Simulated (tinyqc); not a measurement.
Where the gap correction goes: band offset from the macroscopic average of a supercell potential.

dEv = Ev(A) - Ev(B) = Ev1 - (dV + Ev2); dEc = Ec(B) - Ec(A) = Eg2 - Eg1 - dEv. The correction of a gap, c = Eg[1] - Eg[0], lowers the valence top by fv c and leaves dV, a ground-state quantity, as it is. Type I: dEv and dEc of one sign; II: opposite signs; III: no overlap of the gaps.

Values chosen for the exercise (gaps near those of InAs and GaSb; not measured data): Ev1 = 3.53 eV (valence top of bulk A above its mean potential); Eg1 = (0.05, 0.41) eV (gap of A: semi-local value, corrected value); Ev2 = 11.66 eV (valence top of bulk B above its mean potential); Eg2 = (0.1, 0.77) eV (gap of B: semi-local value, corrected value).

dV = B - A = -7.3399 eV

fv1 and fv2 are varied.

Offsets (eV):
```
fv1,fv2,dEv,dEc
0.0,0.0,-0.790,1.150
0.5,0.5,-0.635,0.995
1.0,1.0,-0.480,0.840
0.0,1.0,-0.120,0.480
1.0,0.0,-1.150,1.510
0.3,0.7,-0.429,0.789
```

What does the comparison show?

dEv + dEc = 0.360 eV in every row, but dEv alone spans 1.03 eV, the sum of the two corrections. A scissor on the conduction bands alone (first row) keeps the semi-local dEv; with equal shares fv the shift is fv times the difference of the corrections, +0.31 eV, against their sum of 1.03 eV: with like shares the error cancels only in part.

tinyqc: `OMP_NUM_THREADS=1 python tinyqc.py 1880684 1880685 out.jsonl`; about 0.01 s, one thread, shared Intel(R) Xeon(R) Processor @ 2.30GHz.
